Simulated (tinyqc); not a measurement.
# Inputs raised by 5 %, one at a time

Model: hydrogen passivation of interface dangling bonds: competing passivation and dissociation with distributed barriers. Computed by tinyqc, a small Python program. Command: `OMP_NUM_THREADS=1 python tinyqc.py 3013747 3013748 out.jsonl passiv sens`. One thread of a shared host (Intel(R) Xeon(R) Processor @ 2.30GHz), about 0.09 s of CPU time with the checks.

P_b + H2 gives P_bH + H at the rate k_f [H2]; P_bH gives P_b + H at the rate k_d. All defects start unpassivated. E_f and E_d are Gaussian and independent.

Inputs (values chosen for the exercise, close to those used for P_b centres at the silicon-oxide interface):
```
quantity,value,unit
defect density N0,1.8e+12,1/cm^2
passivation prefactor k_f0,2.1e-07,cm^3/s
mean passivation barrier E_f,1.48,eV
spread sigma_f,0.058,eV
dissociation prefactor k_d0,4.8e+12,1/s
mean dissociation barrier E_d,2.81,eV
spread sigma_d,0.072,eV
"H2 in the oxide per atm, solubility factor",1.6e+18,1/(cm^3 atm)
hydrogen pressure p,0.05,atm
anneal temperature T,225,C
anneal time t,6000,s
oxide thickness,3.8,nm
```

Constants: k_B = 8.617333262e-05 eV/K; e = 1.602176634e-19 C; eps_0 = 8.8541878128e-12 F/m.

Method:
- [H2] = solubility factor x p; a = k_f0 [H2] exp(-E_f/(k_B T)), d = k_d0 exp(-E_d/(k_B T)). For one pair of barriers the active share is y = [d + a exp(-(a + d) t)]/(a + d).
- Temperatures in kelvin are T(C) + 273.15.
- Average y over both Gaussians with 40 x 40 Gauss-Hermite points.
- Active density N0 y; threshold shift if each active defect holds one charge, e N0 y t_ox/(3.9 eps_0).
- Minimise the averaged y over T between 150 and 900 C: find where ln y is equal at T - 0.05 and T + 0.05 C; T is rounded to 0.1 C.

Runs:
```
input moved,from,to,active share y,"active share, single barriers",least active share,threshold shift (mV)
base run,-,-,0.82274,0.89832,1.1330e-07,261.11
passivation prefactor k_f0 (cm^3/s),2.1e-07,2.205e-07,0.81636,0.89352,1.0544e-07,259.08
spread sigma_f (eV),0.058,0.0609,0.81638,0.89832,1.3678e-07,259.09
dissociation prefactor k_d0 (1/s),4.8e+12,5.04e+12,0.82274,0.89832,1.1828e-07,261.11
spread sigma_d (eV),0.072,0.0756,0.82274,0.89832,1.2157e-07,261.11
hydrogen pressure p (atm),0.05,0.0525,0.81636,0.89352,1.0544e-07,259.08
anneal time t (s),6000,6300,0.81636,0.89352,1.1008e-07,259.08
```

Exponents ln(y'/y) / ln(x'/x):
```
input,active share y,"active share, single barriers",least active share,threshold shift
passivation prefactor k_f0,-0.160,-0.11,-1.473,-0.160
spread sigma_f,-0.159,0.00,3.860,-0.159
dissociation prefactor k_d0,0.000,0.00,0.882,0.000
spread sigma_d,0.000,0.00,1.444,0.000
hydrogen pressure p,-0.160,-0.11,-1.473,-0.160
anneal time t,-0.160,-0.11,-0.591,-0.160
```

Which inputs matter most for each result?

Among the inputs moved here: active share y answers most in size to passivation prefactor k_f0 (exponent -0.160), and about equally to hydrogen pressure p (-0.160), anneal time t (-0.160), spread sigma_f (-0.159); its exponent is below 0.0005 for dissociation prefactor k_d0, spread sigma_d. Its exponent 0.000 in dissociation prefactor k_d0: dissociation plays no part. Active share, single barriers answers most in size to passivation prefactor k_f0 (exponent -0.110), and about equally to hydrogen pressure p (-0.110), anneal time t (-0.110); its exponent is below 0.0005 for spread sigma_f, dissociation prefactor k_d0, spread sigma_d. Least active share answers most in size to spread sigma_f (exponent +3.860), next to passivation prefactor k_f0 (-1.473). Threshold shift answers most in size to passivation prefactor k_f0 (exponent -0.160), and about equally to hydrogen pressure p (-0.160), anneal time t (-0.160), spread sigma_f (-0.159); its exponent is below 0.0005 for dissociation prefactor k_d0, spread sigma_d.

Caution (all rows): a least active share below 1e-3 is a property of the model; measured passivation levels off well above it. Caution (all rows): atomic hydrogen, which both passivates and depassivates, and further passivation during cooling are left out.

Extremes, crossings and ranges named in words are read from the listed rows.
